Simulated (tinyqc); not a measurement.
RHF in the sto-6g basis, for BeH2, spin multiplicity 1, step by step. One step of it, computed by the program tinyqc.

Question. Iteration 2: DIIS coefficients. Solve [B -1; -1 0][c; lambda] = [0; -1] for the coefficients, which sum to one.

B (overlaps of the stored error matrices):
```
               1              2
1  1.7024828e+00  1.4941257e-01
2  1.4941257e-01  1.4734079e-02
```

Give: DIIS coefficients.

Answer.

DIIS coefficients: -0.0950  1.0950
